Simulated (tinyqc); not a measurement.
Nudged elastic band on a two-dimensional model surface. Changing the step factor eta. Computed by tinyqc, a small Python program. Command: `OMP_NUM_THREADS=1 python tinyqc.py 3030716 3030717 out.jsonl neb sweep`. One thread of a shared host (Intel(R) Xeon(R) Processor @ 2.30GHz), about 0.09 s of CPU time with the checks.

V(x, y) = -A (cos kx + cos ky) - B cos kx cos ky + (C sin ky + S sin kx)(1 - cos kx), k = 2 pi/a; the atom hops from the minimum at (0, 0) to that at (a, 0).

Inputs (values chosen for the exercise, for a model surface): amplitude A = 0.1 eV; amplitude B = -0.015 eV; skew C = 0.033 eV; asymmetry S = -0.024 eV; period a = 2.5 angstrom; movable images n = 5; spring constant k_s = 0.26 eV/angstrom^2; iteration cap = 600.

Surface: adatom on a square lattice. Climbing image: off.

Method:
- Newton steps x(new) = x - H^-1 grad V (moves limited to 0.3 angstrom) from (0, 0), (a, 0) and (a/2, 0) give the two minima and the saddle.
- Tangent at image i: towards the higher neighbour if the energies rise or fall through i; at a maximum or minimum, tau = t+ dmax + t- dmin if V(i+1) > V(i-1), else t+ dmin + t- dmax, with t+ = R(i+1) - R(i), t- = R(i) - R(i-1) and dmax, dmin the larger and smaller of |V(i+1) - V(i)| and |V(i-1) - V(i)|; then normalise. Force F = -grad V + (grad V.tau) tau + k_s (|t+| - |t-|) tau.
- Update R(new) = R + eta F; the end points stay fixed.
- Start on the straight line; stop when the largest force is below 1e-4 or above 1e6 eV/angstrom.

One run for each value:
```
step factor eta (angstrom^2/eV)  iterations  energy of the highest image (eV)
0.10                                    107                           0.15256
0.14                                     76                           0.15256
0.20                                     52                           0.15255
0.27                                     38                           0.15255
0.36                                     28                           0.15255
0.50                                     20                           0.15255
0.68                                     14                           0.15254
0.92                                     11                           0.15252
1.30                                     36                           0.15254
```

Describe and explain the trends.

Over the rows, iterations goes from 107 through a minimum among these rows, 11.0 at 0.920, to 36.0. While the steps are short the count falls about as 1/eta; the converged energy does not depend on eta.

Extremes, crossings and ranges named in words are read from the listed rows.
